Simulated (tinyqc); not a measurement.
# Worked calculation: MOS inversion layer, Poisson-Schroedinger loop

Program tinyqc, `OMP_NUM_THREADS=1 python tinyqc.py 2160094 2160095 out.jsonl`; Intel Xeon 2.30GHz, shared host, one thread, about 0.5 s. Printed values are rounded.

Electrons confined at an insulator interface at z = 0, treated as a hard wall; parabolic valleys, Hartree approximation, no image or exchange terms. The depletion charge lies far deeper than the electrons and gives a uniform field q Nd/(eps0 eps_r); the gate balances all charge. Energies are counted from the band edge at the interface.

Inputs (values chosen for the exercise); masses and permittivity close to those of silicon (111):
```
symbol,value,unit,meaning
T,300,K,temperature
eps_r,11.8,,relative permittivity
mz1,0.262,m0,mass along z of valley set A (6 valley(s))
md1,0.355,m0,in-plane density-of-states mass of set A
Ns,4.3e12,cm^-2,sheet density of electrons
Nd,1.7e12,cm^-2,sheet density of depletion charge
hz,0.63,nm,mesh step
a,0.3,,mixing factor
```

Constants: q = 1.602176634e-19 C, kB = 1.380649e-23 J/K, hbar = 1.054571817e-34 J s, m0 = 9.1093837015e-31 kg, Vt = kB T/q, eps0 = 8.8541878128e-14 F/cm where lengths are in cm, hbar^2/(2 m0) = 0.0380998212 eV nm^2. Results are converted to the units shown.

## Fixed part of the potential

z, node 1 to 18 (nm): [0.63, 1.26, 1.89, 2.52, 3.15, 3.78, 4.41, 5.04, 5.67, 6.3, 6.93, 7.56, 8.19, 8.82, 9.45, 10.08, 10.71, 11.34]

V0 = q Nd z/(eps0 eps_r) in eV.

fixed potential V0, node 1 to 18 (eV): [0.016424, 0.032847, 0.049271, 0.065695, 0.082118, 0.098542, 0.114965, 0.131389, 0.147813, 0.164236, 0.180660, 0.197084, 0.213507, 0.229931, 0.246354, 0.262778, 0.279202, 0.295625]

## Round 1: levels and probability densities

self-consistent potential U at the start, node 1 to 18 (eV): [0, 0, 0, 0, 0, 0, 0, 0, 0, 0, 0, 0, 0, 0, 0, 0, 0, 0]

Tridiagonal Hamiltonian with psi = 0 one step beyond both ends: H_ii = C (1/m_(i-1/2) + 1/m_(i+1/2))/hz^2 + V0_i + U_i, H_(i,i+1) = -C/(m_(i+1/2) hz^2), C = hbar^2/(2 m0). The lowest 2 level(s) are kept, normalised to hz sum |psi|^2 = 1. The mass is the same on all intervals.

levels (eV): A1 0.107567, A2 0.187376
|psi|^2 of A1, node 1 to 18 (1/nm): [0.067636, 0.207430, 0.311294, 0.326791, 0.270446, 0.186892, 0.111507, 0.058702, 0.027688, 0.011835, 0.004625, 0.001664, 0.000554, 0.000172, 0.000049, 0.000013, 0.000003, 0.000000]
|psi|^2 of A2, node 1 to 18 (1/nm): [0.065116, 0.153110, 0.131316, 0.038756, 0.001158, 0.065097, 0.171724, 0.241821, 0.244002, 0.196107, 0.132311, 0.077276, 0.039836, 0.018341, 0.007569, 0.002764, 0.000839, 0.000159]

## Round 1: Fermi level and occupations

Level k holds N_k = D_k Vt ln(1 + exp((EF - E_k)/Vt)) with D = 6 md1 m0 q/(pi hbar^2) per eV (spin included); EF is fixed by sum N_k = Ns.

EF = 0.0652952 eV
N_k (cm^-2): A1 4.09630e12, A2 2.03697e11

## Round 1: density, output potential and mixing

n_i = sum_k N_k |psi_k|^2 (converted to cm^-3). Hartree part by Gauss: on the interval before node i the electrons still beyond are S_i = Ns - hz sum_(j<i) n_j, and U_i = U_(i-1) + q S_i hz/(eps0 eps_r) in eV, U_0 = 0 at the interface. Mixing: U(new) = U + a (U(out) - U).

n, node 1 to 18 (in units of 1e19 cm^-3): [0.29032, 0.88088, 1.30190, 1.34653, 1.10806, 0.77882, 0.49175, 0.28972, 0.16312, 0.08843, 0.04590, 0.02256, 0.01038, 0.00444, 0.00174, 0.00062, 0.00018, 0.00003]
U(out), node 1 to 18 (eV): [0.041542, 0.081317, 0.115731, 0.142221, 0.160515, 0.172065, 0.178875, 0.182692, 0.184745, 0.185806, 0.186329, 0.186572, 0.186678, 0.186721, 0.186736, 0.186741, 0.186743, 0.186743]
U after round 1, node 1 to 18 (eV): [0.0124626, 0.0243952, 0.0347193, 0.0426662, 0.0481545, 0.0516195, 0.0536625, 0.0548076, 0.0554236, 0.0557419, 0.0558986, 0.0559716, 0.0560034, 0.0560162, 0.0560209, 0.0560224, 0.0560228, 0.0560229]

## Course of the self-consistent loop

Start from U = 0. Stop when the largest |U(out) - U| is below 1e-7 eV, or after 60 rounds. From round 2 on: Anderson mixing of depth m keeps the last m inputs V and residuals F = V(out) - V(in), fits c by least squares to F = dF c over their successive differences dF, dV, and sets V(new) = V + a F - (dV + a dF) c. Here m = 3.

Course of the iteration:
```
round  level A1 (eV)    EF (eV)  largest |U(out) - U| (eV)
1           0.107567  0.0652952                      0.187
2           0.147428   0.105530                      0.112
3           0.209819   0.168338                     0.0130
4           0.219899   0.178376                    3.66e-3
5           0.220661   0.179091                    1.46e-4
6           0.220693   0.179122                    7.52e-5
7           0.220726   0.179156                    2.00e-5
8           0.220722   0.179152                    1.36e-5
9           0.220714   0.179144                    9.91e-7
10          0.220714   0.179144                    1.79e-7
11          0.220713   0.179143                    9.43e-8
```

Converged in 11 rounds.

## Converged levels, occupations and centroid

converged U, node 1 to 18 (eV): [0.041542, 0.079302, 0.107949, 0.126399, 0.136910, 0.142421, 0.145172, 0.146512, 0.147155, 0.147458, 0.147596, 0.147656, 0.147680, 0.147690, 0.147693, 0.147694, 0.147694, 0.147694]

Solve for the levels with V0 + U, find EF, n_i = sum_k N_k |psi_k|^2 (in cm^-3); share of each level N_k/Ns; centroid sum n z/sum n.

levels (eV): A1 0.220713, A2 0.319502
EF = 0.179143 eV
shares (%): A1 97.6588, A2 2.3412
n, node 1 to 18 (in units of 1e19 cm^-3): [0.62141, 1.49734, 1.67517, 1.30454, 0.82154, 0.45342, 0.23181, 0.11446, 0.05593, 0.02710, 0.01283, 0.00582, 0.00249, 0.00100, 0.00037, 0.00012, 0.00003, 0.00001]
centroid = 2.23983 nm

An 800-node mesh to 19 nm with 8 levels a set gives A1 = 0.2225 eV, EF = 0.1809 eV and a centroid of 2.275 nm; the levels kept above hold 99.8 % of the electrons there. The coarse centroid is 1.6 % below the fine one.

## Closed-form estimates

Triangular well: E_k = a_k (C F^2/mz)^(1/3), a_1 = 2.338107, a_2 = 4.087949, C = hbar^2/(2 m0), F in eV/nm. Fang-Howard (all electrons in the lowest level of set A): b^3 = 6 (mz1/C) q (Nd + 11 Ns/32)/(eps0 eps_r), centroid 3/b, level C b^2/(4 mz1) + (3/b) q (Nd + 11 Ns/16)/(eps0 eps_r). Use F = q (Nd + Ns)/(eps0 eps_r), the surface field, and F = q (Nd + Ns/2)/(eps0 eps_r).

A1 with the surface field = 0.250587 eV
A1 with Nd + Ns/2 = 0.186423 eV
A2 with Nd + Ns/2 = 0.325941 eV
b = 1.26220 1/nm
Fang-Howard centroid = 2.37681 nm
Fang-Howard level = 0.227629 eV

Against the self-consistent A1 = 0.2225 eV on a fine mesh, the surface-field estimate is 13 % above it, the half-charge one 16 % below it and Fang-Howard 2.3 % above it. A1 holds 97.7 % of the electrons, and the Fang-Howard centroid is 4.5 % above the full one.
